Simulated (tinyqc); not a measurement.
Pariser-Parr-Pople SCF with singles CI, for the molecule c1ccc2cccc-2cc1 (SMILES; centres numbered as the heavy atoms are written), step by step. One step of it, computed by the program tinyqc.

Task: PPP integrals. Mataga-Nishimoto: gamma = 14.399645/(R + a), a = 2 x 14.399645/(gamma_rr + gamma_ss); H_rr = -W_r - sum_(s != r) z_s gamma_rs; H_rs = beta for bonds.

Centres (angstrom, eV; a flat drawing with bonds scaled to 1.40 angstrom):
```
centre,x,y,core charge z,W,gamma_rr
1C,2.531000,0.000000,1,11.160000,11.130000
2C,1.924000,1.261000,1,11.160000,11.130000
3C,0.559000,1.573000,1,11.160000,11.130000
4C,-0.536000,0.700000,1,11.160000,11.130000
5C,-1.867000,1.133000,1,11.160000,11.130000
6C,-2.690000,0.000000,1,11.160000,11.130000
7C,-1.867000,-1.133000,1,11.160000,11.130000
8C,-0.536000,-0.700000,1,11.160000,11.130000
9C,0.559000,-1.573000,1,11.160000,11.130000
10C,1.924000,-1.261000,1,11.160000,11.130000
```

Resonance integrals (eV):
```
i,j,beta
1,2,-2.410000
2,3,-2.410000
3,4,-2.410000
4,5,-2.410000
5,6,-2.410000
6,7,-2.410000
7,8,-2.410000
8,9,-2.410000
9,10,-2.410000
10,1,-2.410000
8,4,-2.410000
```

Give: repulsion gamma_rs; core matrix H.

Result:

repulsion gamma_rs (eV):
```
,1C,2C,3C,4C,5C,6C,7C,8C,9C,10C
1C,11.1300,5.3466,3.7732,3.2434,2.4677,2.2103,2.4677,3.2434,3.7732,5.3466
2C,5.3466,11.1300,5.3451,3.7726,2.8307,2.3695,2.4924,3.2434,3.2436,3.7737
3C,3.7732,5.3451,11.1300,5.3447,3.8304,2.9366,2.9220,3.7727,3.2433,3.2436
4C,3.2434,3.7726,5.3447,11.1300,5.3462,4.0464,4.0459,5.3455,3.7727,3.2434
5C,2.4677,2.8307,3.8304,5.3462,11.1300,5.3448,4.0451,4.0459,2.9220,2.4924
6C,2.2103,2.3695,2.9366,4.0464,5.3448,11.1300,5.3448,4.0464,2.9366,2.3695
7C,2.4677,2.4924,2.9220,4.0459,4.0451,5.3448,11.1300,5.3462,3.8304,2.8307
8C,3.2434,3.2434,3.7727,5.3455,4.0459,4.0464,5.3462,11.1300,5.3447,3.7726
9C,3.7732,3.2436,3.2433,3.7727,2.9220,2.9366,3.8304,5.3447,11.1300,5.3451
10C,5.3466,3.7737,3.2436,3.2434,2.4924,2.3695,2.8307,3.7726,5.3451,11.1300
```

core matrix H (eV):
```
,1C,2C,3C,4C,5C,6C,7C,8C,9C,10C
1C,-43.0320,-2.4100,0.0000,0.0000,0.0000,0.0000,0.0000,0.0000,0.0000,-2.4100
2C,-2.4100,-43.5776,-2.4100,0.0000,0.0000,0.0000,0.0000,0.0000,0.0000,0.0000
3C,0.0000,-2.4100,-45.5717,-2.4100,0.0000,0.0000,0.0000,0.0000,0.0000,0.0000
4C,0.0000,0.0000,-2.4100,-49.3209,-2.4100,0.0000,0.0000,-2.4100,0.0000,0.0000
5C,0.0000,0.0000,0.0000,-2.4100,-44.4852,-2.4100,0.0000,0.0000,0.0000,0.0000
6C,0.0000,0.0000,0.0000,0.0000,-2.4100,-42.7649,-2.4100,0.0000,0.0000,0.0000
7C,0.0000,0.0000,0.0000,0.0000,0.0000,-2.4100,-44.4852,-2.4100,0.0000,0.0000
8C,0.0000,0.0000,0.0000,-2.4100,0.0000,0.0000,-2.4100,-49.3209,-2.4100,0.0000
9C,0.0000,0.0000,0.0000,0.0000,0.0000,0.0000,0.0000,-2.4100,-45.5717,-2.4100
10C,-2.4100,0.0000,0.0000,0.0000,0.0000,0.0000,0.0000,0.0000,-2.4100,-43.5776
```
